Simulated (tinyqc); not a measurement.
Planar ballistic transistor, top-of-the-barrier model: effect of the drain control CD/CS.

At the top of the source barrier, states moving towards the drain are filled by the source (Fermi level 0) and states moving back by the drain (Fermi level -q Vd); nothing scatters. U is the shift of the band edge there, set by the capacitances CG, CD and CS (the total) and by the charge. Parabolic two-dimensional band; the source is grounded.

N0 = gv m kB T/(pi hbar^2), CG = eps0 eox/tox, vT = sqrt(2 kB T/(pi m)), CS = CG/aG, n0 = n at U = 0 and Vd = 0. eta1 = -(E0 + U)/Vt, eta2 = eta1 - Vd/Vt, n = (N0/2)[F_0(eta1) + F_0(eta2)], F_0(x) = ln(1 + exp x). U = UL + q (n - n0)/CS with UL = -(aG Vg + aD Vd), energies in eV. I = q (N0/2) vT [F_(1/2)(eta1) - F_(1/2)(eta2)] per width, F_(1/2)(x) = (2/sqrt(pi)) int_0^infinity u^(1/2)/(1 + exp(u - x)) du. CQ = (q/Vt) dn/d(eta1). E0 is held fixed.

Inputs (values chosen for the exercise); mass and valleys close to those of indium arsenide: temperature T = 300 K; effective mass m = 0.0295 m0; valley degeneracy gv = 1; relative permittivity of the gate insulator eox = 3.9; insulator thickness tox = 2.1 nm; gate control CG/CS aG = 0.96; band edge at the barrier top above the source Fermi level at zero bias E0 = 0.25 eV; gate voltage Vg = 0.4 V; drain voltage Vd = 0.4 V.

Constants: q = 1.602176634e-19 C, kB = 1.380649e-23 J/K, hbar = 1.054571817e-34 J s, m0 = 9.1093837015e-31 kg, Vt = kB T/q, eps0 = 8.8541878128e-14 F/cm where lengths are in cm. Results are converted to the units shown.

Effect of the drain control CD/CS:

| aD | eta1 | n (cm^-2) | I (uA/um) | mean velocity I/(q n) (cm/s) | CQ/CS |
|---|---|---|---|---|---|
| 0 | 3.275 | 5.275e11 | 400.5 | 4.739e7 | 0.5553 |
| 0.005 | 3.324 | 5.352e11 | 408.3 | 4.762e7 | 0.5563 |
| 0.01 | 3.374 | 5.428e11 | 416.2 | 4.785e7 | 0.5573 |
| 0.015 | 3.424 | 5.505e11 | 424.1 | 4.808e7 | 0.5582 |
| 0.021 | 3.483 | 5.597e11 | 433.6 | 4.836e7 | 0.5592 |
| 0.026 | 3.533 | 5.673e11 | 441.7 | 4.859e7 | 0.5600 |
| 0.031 | 3.583 | 5.750e11 | 449.8 | 4.882e7 | 0.5607 |
| 0.036 | 3.632 | 5.827e11 | 458.0 | 4.905e7 | 0.5615 |

As aD goes from 0 to 0.036, n rises from 5.28e11 to 5.83e11 cm^-2, the mean velocity rises from 4.74e7 to 4.91e7 cm/s and the current rises from 401 to 458 uA/um. CQ/CS stays near 0.56.

Program tinyqc, `OMP_NUM_THREADS=1 python tinyqc.py 2400003 2400004 out.jsonl`; Intel Xeon 2.30GHz, shared host, one thread, about 0.01 s.
